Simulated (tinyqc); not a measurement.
# Junction parameters from two forward currents

Inverse problem. D(v) = J1 (exp(v/Vt) - 1) + J2 (exp(v/(2 Vt)) - 1). Find J1, J2 and the voltage 2 Vt ln(J2/J1) near which both parts are equal.

Parameters, values chosen for the exercise: temperature T = 300 K.

Constants: q = 1.602176634e-19 C, kB = 1.380649e-23 J/K, Vt = kB T/q. Results are converted to the units shown.

junction voltages (V): 0.33  0.72
currents (uA/um): 3.4142189e-5  1.8078197

Answer. The current is linear in J1 and J2, so two points give two equations.

J1 = 1.400e-12 uA/um
J2 = 5.700e-8 uA/um
crossover = 0.5488 V

Numbers from tinyqc (`OMP_NUM_THREADS=1 python tinyqc.py 2182147 2182148 out.jsonl`; about 0.2 s on one thread of a shared Intel Xeon 2.30GHz).
